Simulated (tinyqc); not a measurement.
Threshold for a surface state: Tamm state at the end of a one-band chain.

A half-infinite chain with site energy 0 and hopping -t, band E = -2t cos(ka); the end site has energy D. The surface Green function of the unperturbed half chain is g = (E -/+ sqrt(E^2 - 4t^2))/(2t^2), the root with |t g| <= 1 and Im g <= 0, and with the shift G = g/(1 - D g).

Inputs chosen for the exercise: t = 2.23 eV (hopping); a = 2.7 angstrom (spacing).

For |D| > t: E = D + t^2/D, weight on the end site 1 - t^2/D^2, decay length of the amplitude a/ln|D/t|; a dash: no bound state. The last column is the surface density -Im G/pi at E = 0.

Against D:

| D/t | D (eV) | E (eV) | end weight | decay length (angstrom) | density at E = 0 (1/eV) |
|---|---|---|---|---|---|
| -3.00 | -6.690 | -7.4333 | 0.8889 | 2.46 | 0.0143 |
| -2.00 | -4.460 | -5.5750 | 0.7500 | 3.90 | 0.0285 |
| -1.40 | -3.122 | -4.7149 | 0.4898 | 8.02 | 0.0482 |
| -1.10 | -2.453 | -4.4803 | 0.1736 | 28.33 | 0.0646 |
| -0.80 | -1.784 | - | - | - | 0.0870 |
| 0.50 | 1.115 | - | - | - | 0.1142 |
| 0.95 | 2.119 | - | - | - | 0.0750 |
| 1.05 | 2.341 | 4.4653 | 0.0930 | 55.34 | 0.0679 |
| 1.30 | 2.899 | 4.6144 | 0.4083 | 10.29 | 0.0531 |
| 2.50 | 5.575 | 6.4670 | 0.8400 | 2.95 | 0.0197 |

What does the comparison show?

A state splits off only for |D| > t = 2.23 eV, although in the middle of an endless chain any shift binds one. Just past the threshold, at D/t = 1.05, it lies 5.3 meV outside the band and spreads over 55.3 angstrom; at D/t = -3 it holds 89 % of the end site, and the density left at the band centre has fallen to 0.10 of the clean value.

tinyqc: `OMP_NUM_THREADS=1 python tinyqc.py 1451233 1451234 out.jsonl`; about 0.01 s, one thread, shared Intel(R) Xeon(R) Processor @ 2.30GHz.
